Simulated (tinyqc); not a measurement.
Inside a calculation. Method: Hubbard chain of 3 sites. One step of it, computed by the program tinyqc.

Task: The many-body Hamiltonian. Basis: all placements (u, d, 2, 0 on each site), up operators ordered before down ones; hops carry the sign of the same-spin electrons passed.

one-body matrix (hopping and site energies) (eV):
```
           1          2          3
1  -0.670000  -0.660000   0.000000
2  -0.660000   0.140000  -0.660000
3   0.000000  -0.660000  -0.820000
```

U = 1.200000 eV

electrons, up and down: 2  1

Give: H.

Result:

H (eV):
```
         2u0      u20      uud      20u      udu      u02      duu      02u
2u0   0.0000  -0.6600   0.0000  -0.6600   0.0000   0.0000   0.0000   0.0000
u20  -0.6600   0.8100  -0.6600   0.0000  -0.6600   0.0000   0.0000   0.0000
uud   0.0000  -0.6600  -1.3500   0.0000   0.0000  -0.6600   0.0000   0.0000
20u  -0.6600   0.0000   0.0000  -0.9600  -0.6600   0.0000  -0.6600   0.0000
udu   0.0000  -0.6600   0.0000  -0.6600  -1.3500  -0.6600   0.0000  -0.6600
u02   0.0000   0.0000  -0.6600   0.0000  -0.6600  -1.1100   0.0000   0.0000
duu   0.0000   0.0000   0.0000  -0.6600   0.0000   0.0000  -1.3500  -0.6600
02u   0.0000   0.0000   0.0000   0.0000  -0.6600   0.0000  -0.6600   0.6600
0u2   0.0000   0.0000   0.0000   0.0000   0.0000  -0.6600   0.0000  -0.6600

         0u2
2u0   0.0000
u20   0.0000
uud   0.0000
20u   0.0000
udu   0.0000
u02  -0.6600
duu   0.0000
02u  -0.6600
0u2  -0.3000
```
